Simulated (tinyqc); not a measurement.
# Changing the mean dose E

Model: chemically amplified photoresist: aerial image, acid generation, bake, development and line width. Computed by tinyqc, a small Python program. Command: `OMP_NUM_THREADS=1 python tinyqc.py 3024320 3024321 out.jsonl resist sweep`. One thread of a shared host (Intel(R) Xeon(R) Processor @ 2.30GHz), about 0.03 s of CPU time with the checks.

Lines and spaces of pitch p with a two-beam-like image; x = 0 is the middle of the bright space. The resist is positive and treated as uniform in depth.

Inputs (values chosen for the exercise, for a model resist at 13.5 nm):
```
quantity                                         value     unit
pitch p                                             35       nm
image contrast c                                  0.53        -
Dill parameter C                                 0.019  cm^2/mJ
quencher load q, relative to the acid generator   0.15        -
acid diffusivity D                               0.076   nm^2/s
bake time t                                         60        s
amplification rate k_amp                         0.065      1/s
threshold protection m_th                         0.48        -
development selectivity n                           20        -
largest rate r_max                                 170     nm/s
smallest rate r_min                              0.047     nm/s
resist thickness d                                  28       nm
development time t_d                                60        s
photon energy                                    91.84       eV
absorption coefficient alpha                       4.8     1/um
```

Method:
- Dose E(x) = E [1 + c cos(2 pi x/p)]; acid h = 1 - exp(-C E(x)).
- Bake: the acid image is blurred by a Gaussian of variance sigma^2 = 2 D t (each Fourier term k of h, taken on 64 points, is multiplied by exp(-4 pi^2 k^2 D t/p^2)).
- Cosine coefficients: h(x) = sum_k h_k cos(2 pi k x/p).
- The quencher then removes q, h_eff = max(h_blurred - q, 0); protection m = exp(-k_amp t h_eff).
- Mack rate r = r_max (a + 1)(1 - m)^n/(a + (1 - m)^n) + r_min, a = ((n + 1)/(n - 1))(1 - m_th)^n.
- Edge: vertical development clears the film where r t_d >= d; the space width is twice the x where r = d/t_d.
- Dose sensitivity = d ln(width)/d ln E from widths at 1.005 E and E/1.005; image log-slope at the edge = |d ln E/dx|, normalised by the width (NILS); latitude for 10 % of width = 10 %/sensitivity.
- The edge lies at x = width/2.
- Absorbed photons per volume N = E(edge) alpha/(photon energy), 1 mJ/cm^2 = 62.41509 eV/nm^2, alpha in 1/nm; a Gaussian blur averages over a volume V = (2 sqrt(pi) sigma)^3; relative noise 1/sqrt(N V); edge noise sigma_x = (dh/d ln E) noise/|dh/dx|, with both derivatives of the blurred acid at the edge.

One run for each value:
```
mean dose E (mJ/cm^2)  space width (nm)  dose sensitivity  edge noise from photons (nm)    NILS
12.4                              6.950            8.0210                        3.3015  0.2701
14.0                             11.953            2.7540                        1.9638  0.7974
15.6                             15.135            1.7632                        1.6013  1.2662
17.2                             17.585            1.3530                        1.4367  1.6799
18.7                             19.510            1.1468                        1.3593  2.0180
20.3                             21.313            1.0167                        1.3257  2.3236
21.9                             22.951            0.9407                        1.3306  2.5668
23.5                             24.487            0.9027                        1.3729  2.7381
25.0                             25.886            0.8973                        1.4539  2.8188
```

What does the table show, and why?

Over the rows, space width (nm) rises from 6.95 to 25.9 (exponent d ln y / d ln x 4.5 between the first rows and 0.90 between the last); dose sensitivity falls from 8.02 to 0.897 (exponent d ln y / d ln x -8.8 between the first rows and -0.096 between the last); edge noise from photons (nm) goes from 3.30 through a minimum among these rows, 1.33 at 20.3, to 1.45. More dose moves the clearing threshold out along the image, so the space widens. Left out: 10.9 (the space does not open, or the whole film clears).

Caution (all rows): lateral development, standing waves and the joint diffusion of acid and quencher are left out, so widths are indicative. Caution (all rows): the noise counts photons alone (acid and quencher statistics add to it) and takes the film as thicker than the blur; a thinner film averages in two dimensions only.

Extremes, crossings and ranges named in words are read from the listed rows.
